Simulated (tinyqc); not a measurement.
Inside a calculation. Method: RHF in the sto-6g basis, for BeH+, spin multiplicity 1. One step of it, computed by the program tinyqc.

Task: Iteration 2: DIIS coefficients. Solve [B -1; -1 0][c; lambda] = [0; -1] for the coefficients, which sum to one.

B (overlaps of the stored error matrices):
```
               1              2
1  5.4152865e+01  3.6945374e+00
2  3.6945374e+00  3.9805805e-01
```

Give: DIIS coefficients.

Result:

DIIS coefficients: -0.070  1.070
